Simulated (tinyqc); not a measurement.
Landau-Devonshire theory of a uniaxial ferroelectric: one step, computed by the program tinyqc.

G(P) = (alpha/2) P^2 + (beta*/4) P^4 + (gamma/6) P^6 - E P per volume, SI units, one domain, P along the polar axis, which is normal to the film.

Question. Coefficients at T. alpha = alpha_0 (T - T0*), with clamping: T0* = T0 + 4 Q12 u_m/(alpha_0 (s11 + s12)), beta* = beta + 4 Q12^2/(s11 + s12).

Inputs (values chosen for the exercise, modelled on lead titanate):

| quantity | value | unit |
|---|---|---|
| alpha_0 | 747000 | J m/(C^2 K) |
| Curie-Weiss temperature T0 | 752 | K |
| beta | -2.92e+08 | J m^5/C^4 |
| temperature T | 604 | K |
| misfit strain u_m | -0.0028 | - |
| electrostriction Q12 | -0.026 | m^4/C^2 |
| compliance s11 + s12 | 5.5e-12 | m^2/N |

Sample: epitaxial film.

Give: T0*; alpha; beta*.

Answer.

T0* = 822.9 K

alpha = -1.635e+08 J m/C^2

beta* = 1.996e+08 J m^5/C^4

Compression raises T0 by 71 K. beta* > 0: the transition is of second order, although the free crystal has a first-order one.
